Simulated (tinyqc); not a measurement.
# Programming of a floating-gate cell by Fowler-Nordheim tunnelling: two studies

Per tunnel area the floating gate has Ctun = 3.9 eps0/tox to the channel (0 V) and Ccg to the control gate, Ct = Ctun/(1 - ag), no other coupling. With the threshold shift U = -Q/Ccg the field is F = ag (Vg - U)/tox, and dU/dt = J/Ccg. Fowler-Nordheim: J = A F^2 exp(-B/F), A = q^2/(16 pi^2 hbar mo phi) (times 1e14 for A/cm^2 with F in V/nm, emitter mass m0), B = (4/3) sqrt(mo/C) phi^1.5, C = hbar^2/(2 m0).

Parameters, values chosen for the exercise; oxide values close to those of silicon dioxide: tunnel barrier phi = 3.07 eV; tunnelling mass mo = 0.49 m0; tunnel oxide thickness tox = 6.1 nm; coupling ratio Ccg/Ct ag = 0.57; threshold shift at the start Vt0 = -1.1 V.

Constants: q = 1.602176634e-19 C, hbar = 1.054571817e-34 J s, m0 = 9.1093837015e-31 kg, eps0 = 8.8541878128e-14 F/cm where lengths are in cm, hbar^2/(2 m0) = 0.0380998212 eV nm^2. Results are converted to the units shown.

Each table varies one quantity; the others keep the values above.

## Effect of the gate voltage

After 0.0003 s. Exact: exp(B/F(t)) = exp(B/F(0)) + K t, K = A B ag/(Ccg tox), and U = Vg - tox F/ag.

Effect of the gate voltage:
```
Vg (V)	F (V/nm)	J (A/cm^2)	U (V)
8.4	0.8869	2.051e-5	-1.092
9	0.9391	1.153e-4	-1.050
9.7	0.9856	4.617e-4	-0.8476
10.3	1.005	8.023e-4	-0.4590
10.9	1.013	9.762e-4	0.06391
11.5	1.015	0.001039	0.6390
12.2	1.016	0.001063	1.330
12.8	1.016	0.001070	1.928
13.4	1.016	0.001072	2.527
```

What does the comparison show?

U rises from -1.09 to 2.53 V, by 0.069 V a volt between the first two rows and 0.998 between the last two: once K t exceeds exp(B/F(0)) the final field, 1.02 V/nm, no longer depends on Vg. In 3 of the 9 rows the starting field exceeds 12 MV/cm, where the oxide would wear out or break down quickly.

## Programming by a staircase of pulses

Same model as above.

Pulse i = 1, 2, ... has the height 9.9 V + (i - 1) 0.3 V and lasts 23 us; each starts from the U that the last one left.

Programming by a staircase of pulses:
```
N	last pulse (V)	U (V)	gain of the last pulse (V)	F at its end (V/nm)
1	9.9000	-1.0573	0.042695	1.0239
2	10.200	-0.98106	0.076247	1.0448
3	10.500	-0.85959	0.12147	1.0615
4	10.800	-0.68832	0.17127	1.0735
6	11.400	-0.22318	0.24926	1.0861
8	12.000	0.33191	0.28404	1.0903
11	12.900	1.2162	0.29756	1.0918
14	13.800	2.1139	0.29964	1.0920
18	15.000	3.3135	0.29997	1.0920
```

What does the table show?

The gain of a pulse rises from 0.0427 to 0.300 V and settles at the step of 0.3 V: the field at the end of a pulse becomes steady, 1.09 V/nm, so U follows the gate one to one whatever it started from. It is within 5 % of the step from pulse 11 on among the rows. In every row the field stays above 10 MV/cm, which wears the oxide.

Range of the model: Programming fields of 10 MV/cm and more wear the oxide; trapping and the channel potential are ignored.

Program tinyqc, `OMP_NUM_THREADS=1 python tinyqc.py 2130074 2130075 out.jsonl`; Intel Xeon 2.30GHz, shared host, one thread, about 0.01 s.
